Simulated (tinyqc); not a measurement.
Effect of the position of a charge sheet.

One sheet of 1.5e12 cm^-2 lies at the depth x from the gate; it shifts Vfb by -(q/eps0) Q s, with s = x/e2 in layer 2 and t2/e2 + (x - t2)/e1 in layer 1, and it induces the share s/(t1/e1 + t2/e2) of its image in the semiconductor.

Inputs (values chosen for the exercise):

| symbol | value | unit | meaning |
|---|---|---|---|
| t1 | 1.4 | nm | thickness of layer 1, next to the semiconductor |
| e1 | 3.87 |  | relative permittivity of layer 1 |
| t2 | 5.2 | nm | thickness of layer 2, next to the gate |
| e2 | 21.5 |  | relative permittivity of layer 2 |

Constants: q = 1.602176634e-19 C, eps0 = 8.8541878128e-14 F/cm where lengths are in cm. Results are converted to the units shown.

Effect of the position of a charge sheet:

| x (nm) | shift (mV) | image in the semiconductor (%) |
|---|---|---|
| 0 | 0 | 0 |
| 0.82 | -10.35 | 6.318 |
| 1.65 | -20.83 | 12.71 |
| 2.47 | -31.18 | 19.03 |
| 3.3 | -41.66 | 25.43 |
| 4.12 | -52.01 | 31.75 |
| 4.95 | -62.49 | 38.14 |
| 5.77 | -105.6 | 64.47 |
| 6.6 | -163.8 | 100.0 |

Read the table: what changes, and by how much?

The shift grows from 0 at the gate to -164 mV at the semiconductor, by -12.6 mV/nm in layer 2 and -70.1 mV/nm in layer 1, the ratio of the permittivities. A sheet between the layers has 40.1 % of its full effect.

Computed by the program tinyqc: `OMP_NUM_THREADS=1 python tinyqc.py 2010172 2010173 out.jsonl`, one thread of a shared Intel Xeon 2.30GHz, about 0.01 s for the whole run.
